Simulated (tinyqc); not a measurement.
Lorentz oscillators and the Kramers-Kronig relations, step by step. Values are carried at full precision from step to step, so a last printed digit may differ when a step is redone from the rounded ones.

eps(E) = 1 + sum_j S_j/(E0_j^2 - E^2 - i G_j E).

Constants: hbar c = 1973.269805 eV angstrom; hbar^2/2m0 = 3.80998211 eV angstrom^2; e^2/(4 pi eps0) = 14.39964547 eV angstrom.

Inputs chosen for the exercise (line positions loosely like those of Si; Lorentz tails absorb below the gap, where the real solid is clear; shifted at random, so the results belong to these values and not to a real crystal): E0 = (3.3, 4.36, 5.11) eV (resonances); G = (0.2, 0.35, 0.93) eV (widths); S = (31.1, 110, 68.8) eV^2 (strengths); E = 7.76 eV (photon energy); h = 0.4 eV (grid step); M = 40 (grid points E_j = j h); i = 3 (grid index at which eps1 is wanted).

## Dielectric function at one energy

Evaluate each oscillator and the sum.

terms: -0.6299+0.0198i  -2.6578+0.1752i  -1.9308+0.4086i

eps(E) = -4.2185+0.6036i
eps(0) = 12.2772

## Optical constants

n + i k = sqrt(eps1 + i eps2) with k >= 0; R = ((n - 1)^2 + k^2)/((n + 1)^2 + k^2) at normal incidence from vacuum; alpha = 2 E k/(hbar c), times 1e8 for 1/cm; loss function Im(-1/eps) = eps2/(eps1^2 + eps2^2).

Convert eps at the photon energy E into the optical constants.

n = 0.1466
k = 2.0591
R = 0.8945
alpha = 1.62e+06 1/cm
loss function = 0.0332
vacuum wavelength hc/E (hc = 1239.841984 eV nm) = 159.8 nm

The intensity falls to 1/e within 6.17 nm. eps1 is negative, so k exceeds n, as in a metal below its plasma energy; R is 0.89.

## Absorptive part on the grid

Tabulate eps2 at E_j = j h.

eps2(E_j), j = 1 .. M: 0.1029  0.2174  0.3590  0.5544  0.8621  1.4529  3.1945  26.2816  9.5421  17.1121  72.8064  20.3522  16.7978  8.0164  3.8254  2.1504  1.3616  0.9342  0.6779  0.5125  0.3999  0.3197  0.2608  0.2162  0.1818  0.1546  0.1329  0.1152  0.1006  0.0885  0.0783  0.0697  0.0624  0.0561  0.0506  0.0458  0.0417  0.0380  0.0348  0.0319

## eps1 at one grid point

Kramers-Kronig: eps1(E) = 1 + (2/pi) P integral_0^infinity E1 eps2(E1)/(E1^2 - E^2) dE1. Maclaurin rule on the grid E_j = j h, j = 1 .. M: eps1(E_i) = 1 + (4 h/pi) sum over j with j - i odd of E_j eps2(E_j)/(E_j^2 - E_i^2); nothing is added above E_M.

List the terms E_j eps2_j/(E_j^2 - E_i^2) for j - i odd, add them and form eps1.

terms in order of j (1/eV): -0.2174  0.7920  0.8072  9.5569  4.7011  4.5227  1.5004  0.3482  0.1335  0.0655  0.0370  0.0229  0.0151  0.0104  0.0075  0.0055  0.0042  0.0032  0.0025  0.0020

sum = 22.320 1/eV
eps1(E_i) = 12.368

The oscillator formula gives 13.329 at E_i = 1.2 eV. The rule samples every 2h = 0.8 eV against a narrowest width of 0.2 eV and stops at 16 eV; coarse sampling and the missing tail make the difference.

## The f-sum on the grid

W(E_M) = (2/pi) h sum_j E_j eps2_j, with half weight on the last point; the full integral equals sum S_j = (hbar omega_p)^2, and the electron density follows from (hbar omega_p)^2 = 8 pi c (e^2/(4 pi eps0)) N with c = hbar^2/2m0.

W(E_M) = 214.07 eV^2
sum S = 209.90 eV^2
share reached on this grid (a step near the line widths can inflate it) = 1.020
hbar omega_p = 14.488 eV
N = 1.52e+23 1/cm^3

## Checks

- The value of eps1 at 7.767 eV from a fine, long grid (with the tail of eps2 ~ 1/E^3 added) against the oscillator formula: both -4.21.

tinyqc: `OMP_NUM_THREADS=1 python tinyqc.py 1680830 1680831 out.jsonl`; about 0.2 s, one thread, shared Intel(R) Xeon(R) Processor @ 2.30GHz.
